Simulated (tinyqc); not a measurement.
Shallow donor in an anisotropic valley (effective-mass theory): one step. The minimum. Three cases, with inputs chosen for the exercise.

Problem. Minimise over a and b. The Mott estimate n_c = (0.25/a_m)^3 uses a_m = (a^2 b)^(1/3); 1/angstrom^3 = 1e24/cm^3.

One valley: H = -c [(d2/dx2 + d2/dy2)/mt + (d2/dz2)/ml] - q/(eps r), c = hbar^2/2m0, q = e^2/(4 pi eps0). Trial function exp(-sqrt((x^2 + y^2)/a^2 + z^2/b^2)) with a > b: T = (c/3)(2/(mt a^2) + 1/(ml b^2)), V = -(q/eps) atan(u/b)/u, u = sqrt(a^2 - b^2). The central cell of the impurity is left out.

Constants: hbar^2/2m0 = 3.80998211 eV angstrom^2; e^2/(4 pi eps0) = 14.39964547 eV angstrom.

Give: a; b; E; a_m; n_c.

Case 1.

Values chosen (out of a larger set: near those of a group-V donor in Si; not measured data): ml = 0.925 m0 (longitudinal mass); mt = 0.192 m0 (transverse mass); eps = 11.5 (dielectric constant).

Solution.

a = 23.71 angstrom
b = 13.62 angstrom
E = -30.931 meV
a_m = 19.71 angstrom
n_c = 2.04 x 1e18/cm^3

b/a = 0.574. The binding energy is 1.566 times Ry*(mt). The central cell of a real donor shrinks the orbit and raises n_c (3.7 x 1e18/cm^3 for P in Si).

Case 2.

Values chosen (out of a larger set: near those of Ge; not measured data): ml = 1.603 m0 (longitudinal mass); mt = 0.081 m0 (transverse mass); eps = 14.9 (dielectric constant).

Solution.

a = 60.37 angstrom
b = 21.27 angstrom
E = -10.355 meV
a_m = 42.64 angstrom
n_c = 0.202 x 1e18/cm^3

b/a = 0.352. The binding energy is 2.086 times Ry*(mt). The central cell of a real donor shrinks the orbit and raises n_c.

Case 3.

Values chosen (out of a larger set: near those of Ge; not measured data): ml = 1.573 m0 (longitudinal mass); mt = 0.081 m0 (transverse mass); eps = 16 (dielectric constant).

Solution.

a = 64.97 angstrom
b = 23.03 angstrom
E = -8.951 meV
a_m = 45.98 angstrom
n_c = 0.161 x 1e18/cm^3

b/a = 0.355. The binding energy is 2.079 times Ry*(mt). The central cell of a real donor shrinks the orbit and raises n_c.

Computed by tinyqc, one run a case: `OMP_NUM_THREADS=1 python tinyqc.py N N+1 out.jsonl` with N = 1282241, 1282620, 1282648; one thread of a shared Intel(R) Xeon(R) Processor @ 2.30GHz, about 0.01 s a run at most.
